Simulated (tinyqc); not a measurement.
# Undoped symmetric double-gate MOSFET, analytic potential model: effects of single changes

An undoped body of thickness ts between two equal insulators and tied gates; long channel, electrons only, n = ni exp((psi - V)/Vt) with V the quasi-Fermi potential (0 at the source, Vd at the drain), constant mobility, no quantisation. Across the body psi(x) = V - 2 Vt ln[(ts/(2 beta)) sqrt(q ni/(2 eps0 eps_r Vt)) cos(2 beta x/ts)], x from the centre. Q is the electron charge per area of the whole body.

Parameters, values chosen for the exercise; material values those of a made-up semiconductor:
- T = 300 K (temperature)
- Eg = 0.626 eV (band gap)
- eps_r = 12.7 (relative permittivity of the semiconductor)
- Nc = 1.78e17 cm^-3 (conduction-band density of states at T)
- Nv = 8.21e18 cm^-3 (valence-band density of states at T)
- eox = 3.91 (relative permittivity of the gate insulator)
- tox = 1.7 nm (insulator thickness)
- ts = 5 nm (body thickness)
- dphi = 0.25 V (gate work function less that of the intrinsic body)
- mu = 520 cm^2/(V s) (channel mobility)
- L = 2 um (gate length)
- Vd = 0.5 V (drain voltage)

Constants: q = 1.602176634e-19 C, kB = 1.380649e-23 J/K, Vt = kB T/q, eps0 = 8.8541878128e-14 F/cm where lengths are in cm. Results are converted to the units shown.

Each table varies one quantity; the others keep the values above.

## Transfer curve and volume inversion

ni = sqrt(Nc Nv) exp(-Eg/(2 Vt)), Eg in volts; r = eps_r tox/(eox ts); V0 = dphi + 2 Vt ln[(2/ts) sqrt(2 eps0 eps_r Vt/(q ni))]. beta (between 0 and pi/2) solves (Vg - V0 - V)/(2 Vt) = ln(beta) - ln(cos beta) + 2 r beta tan(beta). Q = 8 eps0 eps_r Vt beta tan(beta)/ts; I = mu (1/L)(4 eps0 eps_r/ts)(2 Vt)^2 [g(beta_s) - g(beta_d)] per width, g = beta tan(beta) - beta^2/2 + r beta^2 tan^2(beta), with beta_s at V = 0 and beta_d at V = Vd. The drop is psi(surface) - psi(centre) at the source end; C = dQs/dVg, Cg = 2 eps0 eox/tox; gm = dI/dVg.

Transfer curve and volume inversion:
```
Vg (V)	Qs (nC/cm^2)	drop (mV)	C/Cg	I (uA/um)	gm/I (1/V)
0.3	0.003697	2.055e-4	3.511e-5	2.485e-5	38.68
0.45	1.208	0.06710	0.01132	0.008172	38.43
0.6	115.5	6.164	0.4882	1.263	23.79
0.75	520.6	24.31	0.7679	13.14	10.30
0.9	1018	41.27	0.8503	42.99	6.159
1.05	1551	55.24	0.8904	92.71	4.243
1.2	2103	66.78	0.9142	156.9	2.874
1.35	2667	76.50	0.9298	226.4	2.090
1.5	3238	84.83	0.9408	298.3	1.627
```

The current rises from 2.48e-5 to 298 uA/um. In the first row gm/I is 38.7 1/V, within 0.01 % of 1/Vt: with no depletion charge the whole body follows the gate, and the swing is ideal. The drop between surface and centre goes from 2.1e-4 to 84.8 mV and passes Vt at Vg = 0.9 V among the rows; below that the density varies across the body by less than a factor of e (volume inversion). C reaches 0.94 of Cg in the last row. For Vg = 0.6 to 1.5 V the surface density at the source passes 0.3 Nc, where Boltzmann statistics fail. In every row the body is thin enough for quantum confinement, left out here, to raise the threshold.

## Effect of the gate work function less that of the intrinsic body

Q = 8 eps0 eps_r Vt beta tan(beta)/ts; I = mu (1/L)(4 eps0 eps_r/ts)(2 Vt)^2 [g(beta_s) - g(beta_d)] per width, g = beta tan(beta) - beta^2/2 + r beta^2 tan^2(beta), with beta_s at V = 0 and beta_d at V = Vd.  I(low) is taken at Vg = 0.35 V, Qs and I(high) at Vg = 1.1 V.

Effect of the gate work function less that of the intrinsic body:
```
dphi (V)	V0 (V)	I(low) (nA/um)	Qs(high) (nC/cm^2)	I(high) (uA/um)
0.1	0.45357	54.493	2290.0	179.66
0.15	0.50357	8.1722	2103.2	156.87
0.2	0.55357	1.1880	1917.7	134.62
0.25	0.60357	0.17188	1733.7	113.11
0.3	0.65357	0.024849	1551.4	92.709
0.35	0.70357	0.0035922	1371.1	73.974
0.4	0.75357	5.1928e-4	1193.3	57.354
```

As dphi goes from 0.1 to 0.4 V, I(low) falls from 54.5 to 5.19e-4 nA/um and I(high) falls from 180 to 57.4 uA/um. V0 rises from 0.454 to 0.754 V. In every row the surface density at the source at the higher gate voltage passes 0.3 Nc, where Boltzmann statistics fail. In every row the body is thin enough for quantum confinement, left out here, to raise the threshold.

## Effect of the body thickness

Same model as above.

Effect of the body thickness:
```
ts (nm)	V0 (V)	I(low) (nA/um)	Qs(high) (nC/cm^2)	I(high) (uA/um)
1.7	0.6593	0.05844	1702	106.8
2.3	0.6437	0.07907	1714	108.9
3.3	0.6251	0.1134	1725	111.1
4.6	0.6079	0.1581	1732	112.8
6.4	0.5908	0.2200	1737	114.0
8.9	0.5738	0.3059	1740	115.0
12	0.5583	0.4124	1741	115.6
```

As ts goes from 1.7 to 12 nm, I(low) rises from 0.0584 to 0.412 nA/um and I(high) rises from 107 to 116 uA/um. On average I(low) goes as ts^(1.00) and I(high) goes as ts^(0.04). Below threshold the charge is proportional to the cross-section of the body; above it the insulator sets the charge. In every row the surface density at the source at the higher gate voltage passes 0.3 Nc, where Boltzmann statistics fail. For ts = 1.7 to 6.4 nm the body is thin enough for quantum confinement, left out here, to raise the threshold.

Program tinyqc, `OMP_NUM_THREADS=1 python tinyqc.py 2440054 2440055 out.jsonl`; Intel Xeon 2.30GHz, shared host, one thread, about 0.01 s.
